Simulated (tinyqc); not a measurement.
# Planar ballistic transistor, top-of-the-barrier model: effect of the temperature

At the top of the source barrier, states moving towards the drain are filled by the source (Fermi level 0) and states moving back by the drain (Fermi level -q Vd); nothing scatters. U is the shift of the band edge there, set by the capacitances CG, CD and CS (the total) and by the charge. Parabolic two-dimensional band; the source is grounded.

N0 = gv m kB T/(pi hbar^2), CG = eps0 eox/tox, vT = sqrt(2 kB T/(pi m)), CS = CG/aG, n0 = n at U = 0 and Vd = 0. eta1 = -(E0 + U)/Vt, eta2 = eta1 - Vd/Vt, n = (N0/2)[F_0(eta1) + F_0(eta2)], F_0(x) = ln(1 + exp x). U = UL + q (n - n0)/CS with UL = -(aG Vg + aD Vd), energies in eV. I = q (N0/2) vT [F_(1/2)(eta1) - F_(1/2)(eta2)] per width, F_(1/2)(x) = (2/sqrt(pi)) int_0^infinity u^(1/2)/(1 + exp(u - x)) du. CQ = (q/Vt) dn/d(eta1). E0 is held fixed.

Parameters, values chosen for the exercise; mass and valleys made up:

| symbol | value | unit | meaning |
|---|---|---|---|
| m | 0.0278 | m0 | effective mass |
| gv | 1 |  | valley degeneracy |
| eox | 9 |  | relative permittivity of the gate insulator |
| tox | 1.8 | nm | insulator thickness |
| aG | 0.94 |  | gate control CG/CS |
| aD | 0.036 |  | drain control CD/CS |
| E0 | 0.31 | eV | band edge at the barrier top above the source Fermi level at zero bias |
| Vg | 0.8 | V | gate voltage |
| Vd | 0.8 | V | drain voltage |

Constants: q = 1.602176634e-19 C, kB = 1.380649e-23 J/K, hbar = 1.054571817e-34 J s, m0 = 9.1093837015e-31 kg, Vt = kB T/q, eps0 = 8.8541878128e-14 F/cm where lengths are in cm. Results are converted to the units shown.

Effect of the temperature:
```
T (K),eta1,n (cm^-2),I (uA/um),mean velocity I/(q n) (cm/s),CQ/CS
50,91.245,2.2828e12,3462.6,9.4674e7,0.19753
77,59.250,2.2828e12,3463.3,9.4693e7,0.19753
120,38.019,2.2828e12,3465.1,9.4741e7,0.19753
180,25.346,2.2828e12,3468.8,9.4842e7,0.19753
240,19.009,2.2828e12,3474.0,9.4984e7,0.19753
300,15.207,2.2828e12,3480.6,9.5167e7,0.19753
360,12.673,2.2828e12,3488.9,9.5392e7,0.19753
420,10.863,2.2828e12,3498.6,9.5658e7,0.19753
```

Read the table: what changes, and by how much?

As T goes from 50 to 420 K, n stays near 2.28e12 cm^-2, the mean velocity rises from 9.47e7 to 9.57e7 cm/s and the current rises from 3460 to 3500 uA/um. CQ/CS stays near 0.20. In every row the source Fermi level lies over 0.3 eV above the band edge, where a light band is no longer parabolic.

Program tinyqc, `OMP_NUM_THREADS=1 python tinyqc.py 2400002 2400003 out.jsonl`; Intel Xeon 2.30GHz, shared host, one thread, about 0.01 s.
